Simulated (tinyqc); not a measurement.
Current of a Schottky diode by thermionic-emission-diffusion theory, and its read-back from I-V-T and C-V data: one step, computed by the program tinyqc. Command: `OMP_NUM_THREADS=1 python tinyqc.py 3024887 3024888 out.jsonl schottky walk`. One thread of a shared host (Intel(R) Xeon(R) Processor @ 2.30GHz), about 0.01 s of CPU time with the checks.

Full ionisation, no tunnelling, no recombination current. V is the voltage across the junction itself, forward positive.

Question. Barrier at the given bias. N_c(T) = N_c (T/300 K)^(3/2); V_bi = phi_0 - (k_B T/e) ln(N_c(T)/N); surface field F = sqrt(2 e N (V_bi - V - k_B T/e)/(eps eps_0)); image lowering d_phi = sqrt(e F/(4 pi eps eps_0)); effective barrier phi = phi_0 - d_phi.

Inputs (values chosen for the exercise, modelled on n-type GaN):
```
quantity                                     value          unit
Richardson constant A*                        25.7  A/(cm^2 K^2)
effective density of states at 300 K, N_c  2.3e+18        1/cm^3
permittivity eps                               9.7             -
mobility mu                                    870    cm^2/(V s)
barrier without image force phi_0             1.07            eV
doping N                                   1.3e+17        1/cm^3
junction voltage V                            0.39             V
temperature T                                  200             K
```

Barrier: uniform.

Constants: k_B = 8.617333262e-05 eV/K; e = 1.602176634e-19 C; eps_0 = 8.8541878128e-12 F/m.

Give: built-in voltage V_bi; surface field F; image lowering; effective barrier phi.

Answer.

built-in voltage V_bi = 1.031 V

surface field F = 173.9 kV/cm

image lowering = 50.81 meV

effective barrier phi = 1.019 eV
